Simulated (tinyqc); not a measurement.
Reverse leakage of an n+-p junction: diffusion, generation, trap-assisted and band-to-band tunnelling: one step of the calculation.

One-sided abrupt junction in the depletion approximation, x from the junction (0) to W on the p side, field F = F0 (1 - x/W). Flat quasi-Fermi levels, long p side. Traps generate through SRH with both lifetimes shortened by 1 + Gamma (Hurkx enhancement, form for moderate fields); band-to-band generation is local and needs a total bending above Eg.

Question. Current components. u = (Vbi + VR)(1 - x/W)^2, p = Na exp(-u/Vt), n = Nd exp((u - Vbi - VR)/Vt); G0 = ni^2 (1 - exp(-VR/Vt))/(tau (n + p + 2 ni cosh(Et/Vt))); Gamma = 2 sqrt(3 pi)(F/FG) exp((F/FG)^2); trap-assisted part G0 Gamma; G_bb = Ab F^2.5 exp(-Bb/F) with F in V/cm, zero unless Vbi + VR > Eg. 14 equal steps.

Each current is q times the trapezoid sum of its rate; J adds J_diff; J_bb under 1e-8 of the sum is given as 0.

Constants: q = 1.602176634e-19 C. Results are converted to the units shown.

| point | x (nm) | G0 (cm^-3 s^-1) | G0 Gamma (cm^-3 s^-1) | G_bb (cm^-3 s^-1) |
|---|---|---|---|---|
| 0 | 0.00000 | 1.5588097e12 | 3.4478218e12 | 8.0069932e-21 |
| 1 | 28.48864 | 2.4212565e18 | 4.9013614e18 | 1.3752737e-24 |
| 2 | 56.97729 | 2.0808457e19 | 3.8364416e19 | 5.6592924e-29 |
| 3 | 85.46593 | 2.0808718e19 | 3.4736526e19 | ~0 |
| 4 | 113.95458 | 2.0808718e19 | 3.1224869e19 | ~0 |
| 5 | 142.44322 | 2.0808718e19 | 2.7817370e19 | ~0 |
| 6 | 170.93187 | 2.0808718e19 | 2.4502053e19 | ~0 |
| 7 | 199.42051 | 2.0808717e19 | 2.1267452e19 | ~0 |
| 8 | 227.90916 | 2.0808338e19 | 1.8102214e19 | ~0 |
| 9 | 256.39780 | 2.0676604e19 | 1.4901474e19 | ~0 |
| 10 | 284.88644 | 1.1748850e19 | 6.7412174e18 | ~0 |
| 11 | 313.37509 | 6.2910021e17 | 2.6970751e17 | ~0 |
| 12 | 341.86373 | 4.5147404e16 | 1.2869146e16 | 0 |
| 13 | 370.35238 | 9.1516485e15 | 1.3022287e15 | 0 |
| 14 | 398.84102 | 5.3738183e15 | 0 | 0 |

J_diff = 4.7639397e-7 A/cm^2

Give: J_SRH; J_TAT; J_bb; J.

Answer.

J_SRH = 8.2704e-5 A/cm^2
J_TAT = 1.0171e-4 A/cm^2
J_bb = 0 A/cm^2
J = 1.8489e-4 A/cm^2

Range of the model: The n+ side is degenerate, so Vbi from Boltzmann statistics is only a guide.

tinyqc, about 0.01 s, one thread, Intel Xeon 2.30GHz (shared host): `OMP_NUM_THREADS=1 python tinyqc.py 2290007 2290008 out.jsonl`

~0 in a residual or rate marks an entry under 1e-11 of the largest of its column.
